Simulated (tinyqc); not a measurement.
Worked calculation: lattice vibrations of a chain. One step of it, computed by the program tinyqc.

Problem. Frequencies. omega^2 are the eigenvalues; wavenumber = 521.4708 sqrt(eigenvalue) 1/cm.

D(q) (eV/(angstrom^2 u)), lower triangle (Hermitian):
```
                    1          2         3
1            0.086379
2           -0.032678   0.180804
3  0.036103-0.016989i  -0.161194  0.202934
```

Give: eigenvalues; wavenumbers; weights |e|^2 of the mass-weighted modes.

Solution.

eigenvalues: 0.0276  0.0799  0.3626

wavenumbers (1/cm): 86.7  147.4  314.0

weights |e|^2 of the mass-weighted modes:
```
        mode 1  mode 2  mode 3
atom 1  0.0493  0.9186  0.0321
atom 2  0.4975  0.0536  0.4489
atom 3  0.4532  0.0278  0.5190
```
